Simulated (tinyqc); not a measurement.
Inside a calculation (part 2 of 2). Method: G0W0 on RHF in the sto-3g basis, for BeH2, spin multiplicity 1. Computed by tinyqc, a small Python program that keeps every step (integrals from PySCF). Command: `OMP_NUM_THREADS=1 python tinyqc.py 21725 21726 out.jsonl` (the two numbers bound the seeds that draw the settings). One thread of a shared host (Intel(R) Xeon(R) Processor @ 2.60GHz), about 0.06 s of CPU time with the checks.

Geometry (angstrom):

| atom | x | y | z |
|---|---|---|---|
| Be | 0.000000 | 0.000000 | 0.000000 |
| H | 0.000000 | 1.405000 | 0.075000 |
| H | 0.000000 | -1.405000 | 0.075000 |

## G0W0 on Hartree-Fock: LUMO

orbital energies (hartree): MO1 -4.523479, MO2 -0.444357, MO3 -0.405582, MO4 0.211781, MO5 0.213202, MO6 0.429035, MO7 0.851919

Two-electron integrals over orbitals (pq|rs), unique and non-zero (hartree):
```
(11|11) 2.271594    (21|11) -0.193768   (21|21) 0.025414    (22|11) 0.476780
(22|21) -0.006279   (22|22) 0.390368    (31|31) 0.005633    (32|31) 0.012962
(32|32) 0.162650    (33|11) 0.445095    (33|21) -0.002636   (33|22) 0.403213
(33|33) 0.426410    (41|11) 0.021727    (41|21) -0.002616   (41|22) 0.001804
(41|33) 0.001036    (41|41) 0.015912    (42|11) -0.009402   (42|21) 0.000872
(42|22) 0.005318    (42|33) 0.005516    (42|41) 0.014920    (42|42) 0.048628
(43|31) -0.000055   (43|32) 0.006653    (43|43) 0.014328    (44|11) 0.568395
(44|21) -0.007793   (44|22) 0.363154    (44|33) 0.349320    (44|41) -0.002856
(44|42) -0.013825   (44|44) 0.450871    (51|51) 0.015763    (52|51) 0.015136
(52|52) 0.048604    (53|53) 0.013899    (54|51) -0.001806   (54|52) -0.004764
(54|54) 0.024641    (55|11) 0.569178    (55|21) -0.007728   (55|22) 0.363757
(55|33) 0.349483    (55|41) 0.000711    (55|42) -0.004454   (55|44) 0.401096
(55|55) 0.449859    (61|11) -0.185915   (61|21) 0.025030    (61|22) -0.006307
(61|33) -0.003576   (61|41) -0.001107   (61|42) 0.002071    (61|44) -0.005497
(61|55) -0.005090   (61|61) 0.024962    (62|11) 0.120622    (62|21) -0.006366
(62|22) -0.020626   (62|33) -0.044540   (62|41) 0.002006    (62|42) -0.001812
(62|44) 0.056104    (62|55) 0.057538    (62|61) -0.004343   (62|62) 0.079363
(63|31) -0.001747   (63|32) -0.093238   (63|43) -0.005494   (63|63) 0.083889
(64|11) 0.009343    (64|21) 0.000211    (64|22) 0.001831    (64|33) -0.001557
(64|41) 0.015851    (64|42) 0.045259    (64|44) -0.002834   (64|55) 0.003403
(64|61) 0.001835    (64|62) 0.011153    (64|64) 0.048867    (65|51) 0.016262
(65|52) 0.046933    (65|54) -0.003227   (65|65) 0.050151    (66|11) 0.472660
(66|21) -0.006654   (66|22) 0.390736    (66|33) 0.401329    (66|41) 0.004468
(66|42) 0.013526    (66|44) 0.361042    (66|55) 0.362988    (66|61) -0.005886
(66|62) -0.030430   (66|64) 0.008700    (66|66) 0.408175    (71|31) 0.010606
(71|32) 0.019539    (71|43) -0.000329   (71|63) -0.001196   (71|71) 0.020273
(72|31) 0.003925    (72|32) -0.042465   (72|43) -0.006003   (72|63) 0.061288
(72|71) 0.007752    (72|72) 0.056736    (73|11) 0.144039    (73|21) -0.004680
(73|22) -0.003435   (73|33) -0.019401   (73|41) -0.000196   (73|42) -0.008537
(73|44) 0.063153    (73|55) 0.063213    (73|61) -0.003516   (73|62) 0.074407
(73|64) 0.004495    (73|66) -0.023947   (73|73) 0.084062    (74|31) -0.001434
(74|32) -0.014413   (74|43) 0.013044    (74|63) 0.008675    (74|71) -0.002407
(74|72) 0.002362    (74|74) 0.018112    (75|53) 0.013603    (75|75) 0.016704
(76|31) 0.010611    (76|32) 0.141040    (76|43) 0.007475    (76|63) -0.093148
(76|71) 0.016316    (76|72) -0.052762   (76|74) -0.012435   (76|76) 0.137897
(77|11) 0.566715    (77|21) -0.008500   (77|22) 0.418328    (77|33) 0.436351
(77|41) 0.000589    (77|42) 0.001177    (77|44) 0.386963    (77|55) 0.386528
(77|61) -0.008384   (77|62) -0.030041   (77|64) -0.003468   (77|66) 0.426901
(77|73) -0.005319   (77|77) 0.476580
```

excitation energies w (hartree): 0.644929  0.645984  0.746303  0.748137  0.956790  0.973628  1.426903  1.448034  4.767010  4.768156  5.002221  5.415815

X + Y:
```
            1         2          3          4          5          6          7          8
1>4  0.000000  0.000000  -0.011942   0.000000   0.000000  -0.001732   0.000000  -0.000053
1>5  0.000000  0.000000   0.000000  -0.012124   0.000000   0.000000   0.000000   0.000000
1>6  0.000000  0.000000  -0.001511   0.000000   0.000000   0.002302   0.000000   0.003564
1>7  0.000182  0.000000   0.000000   0.000000   0.002419   0.000000  -0.005492   0.000000
2>4  0.000000  0.000000   0.937407   0.000000   0.000000   0.007261   0.000000  -0.013681
2>5  0.000000  0.000000   0.000000   0.937501   0.000000   0.000000   0.000000   0.000000
2>6  0.000000  0.000000  -0.002958   0.000000   0.000000   0.908384   0.000000   0.219840
2>7  0.014050  0.000000   0.000000   0.000000  -0.272952   0.000000   0.926499   0.000000
3>4  0.978074  0.000000   0.000000   0.000000  -0.016579   0.000000  -0.009979   0.000000
3>5  0.000000  0.978721   0.000000   0.000000   0.000000   0.000000   0.000000   0.000000
3>6  0.026870  0.000000   0.000000   0.000000   0.907727   0.000000   0.179132   0.000000
3>7  0.000000  0.000000   0.028555   0.000000   0.000000  -0.321558   0.000000   0.893573

             9        10         11         12
1>4   0.996610  0.000000  -0.009063   0.000000
1>5   0.000000  0.996682   0.000000   0.000000
1>6   0.009493  0.000000   0.994973   0.000000
1>7   0.000000  0.000000   0.000000   0.996257
2>4   0.001763  0.000000   0.000207   0.000000
2>5   0.000000  0.001789   0.000000   0.000000
2>6   0.000314  0.000000  -0.000641   0.000000
2>7   0.000000  0.000000   0.000000   0.001462
3>4   0.000000  0.000000   0.000000  -0.000029
3>5   0.000000  0.000000   0.000000   0.000000
3>6   0.000000  0.000000   0.000000  -0.000130
3>7  -0.000054  0.000000  -0.000775   0.000000
```

W(p,q,m) = sqrt2 sum_ia (pq|ia) (X+Y)_ia,m; Sigma_c(x) = sum_(i,m) W^2/(x - e_i + w_m) + sum_(a,m) W^2/(x - e_a - w_m); solve x = e_p + Sigma_c(x) by Newton steps; Z = 1/(1 - dSigma/dx); 1 hartree = 27.211386 eV.

The 12 largest terms at x = e_p (hartree; W for the signs of X + Y given):

| q | m | W | term |
|---|---|---|---|
| 4 | 8 | 0.097489 | -0.006563 |
| 6 | 3 | 0.059863 | -0.003719 |
| 2 | 3 | 0.063872 | 0.002909 |
| 4 | 6 | 0.043202 | -0.001917 |
| 4 | 3 | -0.015952 | -0.000341 |
| 3 | 1 | 0.019491 | 0.000301 |
| 7 | 1 | 0.018419 | -0.000264 |
| 6 | 6 | 0.012715 | -0.000136 |
| 6 | 9 | 0.022483 | -0.000101 |
| 2 | 9 | 0.021177 | 0.000083 |
| 2 | 8 | -0.012283 | 0.000072 |
| 1 | 3 | 0.019496 | 0.000069 |

Newton steps (hartree):

| step | x | Sigma_c(x) | Z |
|---|---|---|---|
| 0 | 0.211781 | -0.009678 | 0.986470 |
| 1 | 0.202234 | -0.009547 | 0.986624 |
| 2 | 0.202234 | -0.009547 | 0.986624 |

quasiparticle energy of the LUMO = 5.503060 eV

Hartree-Fock value = 5.762856 eV
